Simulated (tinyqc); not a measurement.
# MOS structure on a p-type body, non-linear Poisson equation by Newton steps: charge and capacitance against gate voltage

One dimension, insulator interface at x = 0, acceptor density Na, uniform, net doping C = -(acceptor density). psi is counted from the intrinsic level: n = ni exp((psi - Vb)/Vt), p = ni exp(-psi/Vt); deep in the body psi_b = -Vt ln(Na/ni). The gate acts through Cox = eps0 eox/tox and has the potential psi_G = Vg - (phiM - chi - Vt ln(Nc/ni)). Boltzmann statistics, full ionisation, classical densities, no oxide or interface charge.

ni = sqrt(Nc Nv) exp(-Eg/(2 Vt)), Eg in volts. The Poisson equation d/dx(eps0 eps_r dpsi/dx) = -q (p - n + C), with eps0 eps_r dpsi/dx = -Cox (psi_G - psi_0) at x = 0, is solved on a mesh of about 600 nodes or more. N_inv is the integral of n less its value deep in the body. C_LF = Cox (1 - dpsi_0/dVg) with all carriers following; C_HF is the same with the electron quasi-Fermi level shifting uniformly so that N_inv stays fixed. The centroid is that of the same excess.

Parameters, values chosen for the exercise; band and dielectric values close to those of silicon: temperature T = 350 K; band gap Eg = 1.13 eV; relative permittivity eps_r = 11.7; conduction-band density of states at T Nc = 3.52e19 cm^-3; valence-band density of states at T Nv = 3.36e19 cm^-3; electron affinity chi = 4.11 eV; acceptor density deep in the body Na = 7.7e15 cm^-3; relative permittivity of the gate insulator (close to silicon dioxide) eox = 3.9; insulator thickness tox = 7 nm; gate work function phiM = 4.56 eV; electron quasi-Fermi potential against the body Vb = 0 V.

Constants: q = 1.602176634e-19 C, kB = 1.380649e-23 J/K, Vt = kB T/q, eps0 = 8.8541878128e-14 F/cm where lengths are in cm. Results are converted to the units shown.

Results:
```
Vg (V)	psi_0 - psi_b (V)	N_inv (cm^-2)	C_LF/Cox	C_HF/Cox	centroid (nm)
0.2	0.553	6.63e8	0.0720	0.0662	9.13
0.34	0.675	3.19e10	0.272	0.0603	7.88
0.48	0.746	2.34e11	0.660	0.0589	6.38
0.62	0.782	5.50e11	0.797	0.0587	5.20
0.91	0.825	1.31e12	0.892	0.0588	3.77
1.05	0.838	1.70e12	0.912	0.0589	3.35
1.19	0.850	2.10e12	0.926	0.0589	3.02
```

Estimate the missing row, Vg = 0.76 V.

Computed row:
```
Vg (V)	psi_0 - psi_b (V)	N_inv (cm^-2)	C_LF/Cox	C_HF/Cox	centroid (nm)
0.76	0.806	9.07e11	0.857	0.0588	4.39
```

With this row back in the table: N_inv goes from 6.63e8 to 2.10e12 cm^-2 and passes 2e11 cm^-2 at Vg = 0.462 V. C_LF/Cox is lowest, 0.0720, at Vg = 0.2 V among the rows listed and ends at 0.926, while C_HF/Cox ends at 0.0589. Between the last two rows q dN_inv/dVg is 0.919 Cox. Above about 2e12 cm^-2 degeneracy matters too.

Program tinyqc, `OMP_NUM_THREADS=1 python tinyqc.py 2080156 2080157 out.jsonl`; Intel Xeon 2.30GHz, shared host, one thread, about 0.4 s.
